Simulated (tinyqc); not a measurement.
# Worked calculation: MOSFET in the linear regime without short-channel effects, parameter extraction from computed curves

Program tinyqc, `OMP_NUM_THREADS=1 python tinyqc.py 2210026 2210027 out.jsonl`; Intel Xeon 2.30GHz, shared host, one thread, about 0.01 s. Printed values are rounded.

Inversion charge Q = Cox n Vt W0(exp((Vg - VT)/(n Vt))), W0 the Lambert function and n = nf; u = Q/Cox; mobility mu = mu0/(1 + th1 u + th2 u^2); channel resistance Rch = (L - dL)/(W mu Q); Id = Vd/(Rch + Rsd/W). Cox = eps0 eox/tox. Small Vd, no channel-length or drain effects.

Parameters, values chosen for the exercise; channel values of the order met in silicon transistors:
```
symbol,value,unit,meaning
T,400,K,temperature
eox,7.62,,relative permittivity of the gate insulator (close to silicon nitride)
tox,11,nm,insulator thickness
mu0,120,cm^2/(V s),low-field mobility
th1,0.77,1/V,first mobility attenuation factor
th2,0.02,1/V^2,second mobility attenuation factor
VT,0.63,V,threshold voltage
nf,1.13,,body factor
W,1,um,gate width
L,0.087,um,drawn gate length
dL,0.009,um,drawn less effective length
Rsd,180,ohm um,source plus drain resistance
Vd,0.05,V,drain voltage
```

Constants: q = 1.602176634e-19 C, kB = 1.380649e-23 J/K, Vt = kB T/q, eps0 = 8.8541878128e-14 F/cm where lengths are in cm. Results are converted to the units shown.

## Transfer curve

| point | Vg (V) |
|---|---|
| 0 | 0.39 |
| 1 | 0.51 |
| 2 | 0.63 |
| 3 | 0.75 |
| 4 | 0.87 |
| 5 | 0.99 |
| 6 | 1.11 |
| 7 | 1.23 |
| 8 | 1.35 |
| 9 | 1.47 |
| 10 | 1.59 |

u, mu, Rch and Id as defined.

| point | u (V) | mu (cm^2/(V s)) | Rch (ohm) | Id (uA) |
|---|---|---|---|---|
| 0 | 8.196134e-5 | 119.9924 | 1.293066e7 | 0.003866725 |
| 1 | 0.001711715 | 119.8420 | 6.199302e5 | 0.08063082 |
| 2 | 0.02209043 | 117.9919 | 48789.62 | 1.021041 |
| 3 | 0.08817581 | 112.3542 | 12836.45 | 3.841294 |
| 4 | 0.1803124 | 105.3102 | 6697.113 | 7.270493 |
| 5 | 0.2827849 | 98.41360 | 4569.538 | 10.52734 |
| 6 | 0.3902399 | 92.05769 | 3539.907 | 13.44120 |
| 7 | 0.5005439 | 86.30426 | 2943.806 | 16.00611 |
| 8 | 0.6126708 | 81.12143 | 2558.709 | 18.25678 |
| 9 | 0.7260570 | 76.45226 | 2290.987 | 20.23483 |
| 10 | 0.8403622 | 72.23680 | 2094.877 | 21.97921 |

## Threshold and mobility at the peak transconductance

gm_i = (Id_(i+1) - Id_(i-1))/(Vg_(i+1) - Vg_(i-1)); at the point j of largest gm the tangent meets the axis at V_ext = Vg_j - Id_j/gm_j; field-effect mobility gm_j L/(W Cox Vd) with the drawn L.

| point | gm (uS) |
|---|---|
| 1 | 4.238227 |
| 2 | 15.66943 |
| 3 | 26.03938 |
| 4 | 27.85852 |
| 5 | 25.71127 |
| 6 | 22.82823 |
| 7 | 20.06493 |
| 8 | 17.61965 |
| 9 | 15.51012 |

j = 4
V_ext = 0.6090209 V
field-effect mobility = 79.03079 cm^2/(V s)

V_ext is 21 mV below the model VT, and the mobility so found is 41 % below mu0 L/(L - dL) = 134 cm^2/(V s), the value for the drawn L; attenuation, series resistance and the slow approach of Q to a straight line all lower the peak gm.

## The Y function

Y_i = Id_i/sqrt(gm_i). For Id = beta Vd x/(1 + th x), x = Vg - VT, Y = sqrt(beta Vd) x whatever th. Slope s from points 6 and 9; VT_Y = Vg - Y/s at point 9; beta = s^2/Vd; mobility beta L/(W Cox) with the drawn L; th* = (beta Vd x/Id - 1)/x at point 9.

| point | Y (uA^0.5 V^0.5) |
|---|---|
| 1 | 0.03916598 |
| 2 | 0.2579388 |
| 3 | 0.7527699 |
| 4 | 1.377478 |
| 5 | 2.076141 |
| 6 | 2.813208 |
| 7 | 3.573280 |
| 8 | 4.349362 |
| 9 | 5.137975 |

s = 6.457686 uA^0.5 V^-0.5
VT_Y = 0.6743629 V
beta = 834.0342 uA/V^2
mobility from Y = 118.3020 cm^2/(V s)
th* = 0.8040331 1/V

The mobility from Y is 12 % below mu0 L/(L - dL) = 134 cm^2/(V s), which it should reach in deep inversion when th2 = 0. th* compares with th1 + mu0 Cox Rsd/(L - dL) = 0.940 1/V, since series resistance enters like th1. The match is poor here: at these overdrives Q is not yet a straight line in Vg and th2 bends Y.
